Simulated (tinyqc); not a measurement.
Bandgap voltage reference from two bipolar transistors: one step of the calculation.

Two transistors of area 1 and N carry the same current I. Is(T) = Is (T/T0)^eta exp[(Vg0 q/kB)(1/T0 - 1/T)], VBE1 = Vt ln(I/Is(T)) + I rb, VBE2 = Vt ln(I/(N Is(T))) + I rb/N. The amplifier forces I R1(T) = VBE1 - VBE2 + Vos, with R(T) = R (1 + tc (T - T0)) for both resistors, and the output is Vref = VBE1 + I R2(T). Base currents and the Early effect are neglected.

Question. Operating point at another temperature. Vt = kB T/q; I = (Vt ln N + Vos)/(R1(T) - rb (1 - 1/N)).

Values chosen for this exercise; values of the order met in silicon bipolar transistors:

| symbol | value | unit | meaning |
|---|---|---|---|
| T0 | 323 | K | reference temperature |
| Vg0 | 1.19 | V | band-gap voltage extrapolated to 0 K |
| eta | 3.3 |  | temperature exponent of the saturation current |
| Is | 3.1e-17 | A | saturation current of the unit transistor at T0 |
| N | 8 |  | area ratio of the second transistor |
| R1 | 2.7 | kohm | resistor across which the difference of VBE falls, at T0 |
| tc | 0 | ppm/K | temperature coefficient of both resistors |
| Vos | -0.5 | mV | offset of the amplifier |
| rb | 0 | ohm | series resistance of the unit transistor |
| R2 | 22.75 | kohm | output resistor at T0 |
| T | 358 | K | temperature |

Constants: q = 1.602176634e-19 C, kB = 1.380649e-23 J/K. Results are converted to the units shown.

Wanted: Vt; I; Is(T); VBE1; I R2; Vref.

Answer.

Vt = 0.030850 V
I = 23.574 uA
Is(T) = 2.8450e-15 A
VBE1 = 0.70455 V
I R2 = 0.53632 V
Vref = 1.2409 V

From T0 to T, VBE1 changes by -54.0 mV and I R2 by 52.8 mV, which leaves -1.18 mV in Vref.

Numbers from tinyqc (`OMP_NUM_THREADS=1 python tinyqc.py 2062153 2062154 out.jsonl`; about 0.02 s on one thread of a shared Intel Xeon 2.30GHz).
